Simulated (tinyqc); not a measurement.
Junctionless gate-all-around wire, depletion approximation: two steps of the calculation.

A uniformly doped n-type wire of radius R under a surrounding gate; long channel. Below flat band a shell from radius rc to R is fully depleted and the neutral core, at channel potential V (0 at the source, Vd at the drain), carries the current with constant mobility; s = (rc/R)^2 is the share of the cross-section that conducts. The edge of the depleted shell is taken as abrupt, so there is no subthreshold current.

Parameters, values chosen for the exercise; material values close to those of gallium nitride:
- eps_r = 9.61 (relative permittivity of the semiconductor)
- eox = 9 (relative permittivity of the gate insulator)
- tox = 3.8 nm (insulator thickness)
- R = 15 nm (wire radius)
- Nd = 1.1e19 cm^-3 (donor density)
- Vfb = 0.48 V (flat-band voltage)
- mu = 61 cm^2/(V s) (effective mobility in the wire)
- L = 0.1 um (gate length)
- Vd = 0.2 V (drain voltage)

Constants: q = 1.602176634e-19 C, eps0 = 8.8541878128e-14 F/cm where lengths are in cm. Results are converted to the units shown.

Task 1. Voltages that deplete the wire. Cox = eps0 eox/(R ln(1 + tox/R)); A = q Nd R^2/(4 eps0 eps_r); B = q Nd R/(2 Cox); VT = Vfb - A - B.

Find: Cox; A; B; VT.

Result 1.

Cox = 2.3527 uF/cm^2
A = 1.1651 V
B = 0.56183 V
VT = -1.2469 V

Of the 1.73 V needed, 32.5 % drops over the insulator. The device is normally on.

Task 2. Core radius, conductance and current. s solves Vfb - Vg + V = A (1 - s + s ln s) + B (1 - s), and s = 0 where the left side exceeds A + B. I = (q mu Nd pi R^2/L)[g(s0) - g(sL)], g = A (s^2/4 - (s^2/2) ln s) + B s^2/2, with s0 at V = 0 and sL at V = Vd. rc = R sqrt(s0); the small-signal conductance at Vd = 0 is q mu Nd pi R^2 s0/L.

s0 = 0.71784954
sL = 0.53743178
A = 1.1650739 V
B = 0.56182508 V

Find: rc at the source; conductance; I.

Result 2.

rc at the source = 12.71 nm
conductance = 54.55 uS
I = 9.470 uA

tinyqc, about 0.01 s, one thread, Intel Xeon 2.30GHz (shared host): `OMP_NUM_THREADS=1 python tinyqc.py 2460112 2460113 out.jsonl`
